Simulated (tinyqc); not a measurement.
Temperature and isotope dependence of a band gap in oscillator models: sweeps and comparisons. A value that a table varies takes the place of the one given here.

E(T) = E0 - sum_i sl_i th_i n_i(T), n = 1/(exp(th/T) - 1). The same coupling lowers the gap at 0 K by the zero-point term ZP = sum_i sl_i th_i/2, so the gap of the static lattice is E0 + ZP. Thermal expansion is taken as part of the slopes.

Two-parameter forms are made to pass through the falls at the two temperatures T12: Varshni aV T^2/(T + bV), from the line T^2/fall = (T + bV)/aV; one oscillator s1 t1/(exp(t1/T) - 1), with t1 from the ratio of the falls.

Constants: kB = 8.617333262e-05 eV/K; hbar^2/2m0 = 3.80998211 eV angstrom^2.

Inputs chosen for the exercise (near those of Si; not measured data):
- E0 = 1.17 eV (gap at 0 K)
- th = (149, 489) K (temperatures of two oscillators)
- sl = (0.058, 0.2471) meV/K (their high-temperature slopes)
- T12 = (350, 690) K (temperatures of the fits)
- mm = 0.96 m0 (geometric mean of the density-of-states masses)
- T = 200 K (temperature)

## How far the fits carry

Falls of the gap from E0, and errors of the two fits against the model.

Results:
```
T (K)  fall (meV)  Varshni - model (meV)  one oscillator - model (meV)  fall/ZP
20           0.01                   0.30                         -0.01    0.000
50           0.47                   1.35                         -0.43    0.007
100          3.43                   3.20                         -1.28    0.053
200         19.29                   3.18                         -0.74    0.298
300         42.88                   0.97                         -0.16    0.662
400         69.58                  -0.73                          0.10    1.075
600        126.62                  -1.05                          0.11    1.956
800        185.59                   2.08                         -0.19    2.867
```

Below the first fit point the largest errors are +3.20 meV (Varshni, 100 K, on a fall of 3.43 meV) and -1.28 meV (one oscillator, 100 K); a T^2 law cannot freeze out; a single oscillator misses the soft modes. At 800 K, beyond the second fit point, they are +2.1 and -0.2 meV, so the oscillator extrapolates better here. The thermal fall equals ZP between 300 and 400 K.

## What the shift does to the intrinsic density

ni = 2 (mm kT/(4 pi c))^(3/2) exp(-E/2kT), c = hbar^2/2m0, with E(T) and with E0; 1 angstrom^-3 = 1e24 cm^-3. Apparent gap from an Arrhenius plot of ni/T^(3/2): E(T) - T dE/dT, dE/dT = -sum sl_i (th_i/T)^2 n_i (1 + n_i).

Results:
```
T (K)  E(T) (eV)  ni (cm^-3)  ni with E(T) / ni with E0  apparent gap (eV)
200       1.1507    4.08e+04                      1.750             1.1925
250       1.1395    5.87e+07                      2.030             1.1989
300       1.1271    8.05e+09                      2.292             1.2039
350       1.1140    2.84e+11                      2.530             1.2077
400       1.1004    4.25e+12                      2.744             1.2107
500       1.0723    2.00e+14                      3.108             1.2152
700       1.0140    1.88e+16                      3.643             1.2206
```

Using E0 in place of E(T) understates ni by a factor that rises from 1.75 to 3.64, towards exp(sum sl/2kB) = 5.9. The slope of an Arrhenius plot returns neither E(T) nor E0 but the intercept of the tangent, 1.2039 eV at 300 K, which lies 34 meV above E0 and tends to the static gap 1.2347 eV.

## What each parameter does

Gap at T, slope -sum sl_i (th_i/T)^2 n_i (1 + n_i) and ZP. Each row changes one parameter from the base and keeps the others.

Results:
```
case                         E(T) (eV)  dE/dT (meV/K)  ZP (meV)
base                            1.1507        -0.2090     64.74
T = 240 K                       1.1418        -0.2330     64.74
E0 = 1.18 eV                    1.1607        -0.2090     64.74
th = (149, 586) K               1.1540        -0.1818     76.72
sl = (0.0754, 0.2471) meV/K     1.1484        -0.2256     66.03
```

The largest shifts from the base row, up to three for each result and ties (the steps differ in size, so this ranks the rows, not the parameters). E(T) (eV): E0 +0.0100, T -0.0089, th +0.0033. dE/dT (meV/K): th +0.0272, T -0.0240, sl -0.0166; unchanged at the printed digits by E0. ZP (meV): th +11.98, sl +1.30; unchanged at the printed digits by T and E0.

Program tinyqc; command `OMP_NUM_THREADS=1 python tinyqc.py 1850303 1850304 out.jsonl`; about 0.01 s on one thread of a shared Intel(R) Xeon(R) Processor @ 2.30GHz.
